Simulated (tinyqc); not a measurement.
Lifetime against injection: carrier lifetime from Shockley-Read-Hall, radiative, Auger and surface recombination. Computed by tinyqc, a small Python program. Command: `OMP_NUM_THREADS=1 python tinyqc.py 3029610 3029611 out.jsonl lifetime walk`. One thread of a shared host (Intel(R) Xeon(R) Processor @ 2.30GHz), about 0.02 s of CPU time with the checks.

Energies are counted from the top of the valence band. Boltzmann statistics, full ionisation, and equal excess densities of electrons and holes.

Inputs (values chosen for the exercise, with bands modelled on CdS):
```
quantity                          value    unit
gap E_g                            2.52      eV
electron mass m_e                 0.197     m_0
valleys M_c                           1       -
hole mass m_h                     0.804     m_0
temperature T                       350       K
doping N                        6.4e+16   cm^-3
trap level E_t                     1.41      eV
trap density N_t                1.9e+11   cm^-3
electron cross-section sigma_n  1.4e-15    cm^2
hole cross-section sigma_p      2.1e-14    cm^2
radiative coefficient B         3.7e-11  cm^3/s
Auger coefficient C_n           2.3e-30  cm^6/s
Auger coefficient C_p           2.6e-31  cm^6/s
```

Doping: n-type. Surface term: none.

Constants: m_0 = 9.1093837015e-31 kg; k_B = 1.380649e-23 J/K; h = 6.62607015e-34 J s; k_B = 8.617333262e-05 eV/K.

Method:
- N_c = 2 M_c (2 pi m_e k_B T/h^2)^(3/2) and N_v = 2 (2 pi m_h k_B T/h^2)^(3/2), masses in units of m_0.
- n_i = sqrt(N_c N_v) exp(-E_g/2 k_B T); majority density N/2 + sqrt(N^2/4 + n_i^2), minority density n_i^2 over it.
- v = sqrt(3 k_B T/m) with m_e or m_h; tau_n0 = 1/(sigma_n v_n N_t), tau_p0 = 1/(sigma_p v_p N_t); n1 = N_c exp(-(E_g - E_t)/k_B T), p1 = N_v exp(-E_t/k_B T).
- With n = n_0 + dn, p = p_0 + dn and U/dn = 1/tau: (n p - n_i^2)/dn = n_0 + p_0 + dn = s; 1/tau_SRH = s/[tau_p0 (n + n1) + tau_n0 (p + p1)]; 1/tau_rad = B s; 1/tau_Aug = (C_n n + C_p p) s; the rates add.
- Rows stop below half the smaller effective density of states.

N_c = 2.76498e+18 cm^-3

N_v = 2.27969e+19 cm^-3

n_0 = 6.40e+16 cm^-3

p_0 = 5.09313e-16 cm^-3

tau_p0 = 1.78141e-05 s

n1 = 287.339 cm^-3

tau_n0 = 1.32269e-04 s

p1 = 0.113441 cm^-3

Lifetimes (s):
```
dn (cm^-3)         SRH   radiative       Auger   effective  radiative efficiency  fastest channel
1.00e+10    1.7814e-05  4.2230e-07  1.0615e-04  4.1092e-07               0.97306        radiative
1.00e+11    1.7814e-05  4.2230e-07  1.0615e-04  4.1092e-07               0.97306        radiative
1.00e+12    1.7816e-05  4.2229e-07  1.0614e-04  4.1092e-07               0.97306        radiative
1.00e+13    1.7835e-05  4.2223e-07  1.0611e-04  4.1087e-07               0.97309        radiative
1.00e+14    1.8020e-05  4.2164e-07  1.0580e-04  4.1040e-07               0.97335        radiative
1.00e+15    1.9849e-05  4.1580e-07  1.0273e-04  4.0566e-07               0.97561        radiative
1.00e+16    3.5688e-05  3.6523e-07  7.8203e-05  3.5987e-07               0.98531        radiative
1.00e+17    9.8466e-05  1.6480e-07  1.5123e-05  1.6275e-07               0.98759        radiative
1.00e+18    1.4213e-04  2.5401e-08  3.4717e-07  2.3666e-08               0.93167        radiative
```

tau_SRH goes from 1.78e-5 s at low injection (the minority capture time, 1.78e-5 s) to 1.42e-4 s in the last row; at high injection it tends to tau_n0 + tau_p0 = 1.50e-4 s. Ruling channel by row: radiative from 1e10 cm^-3.
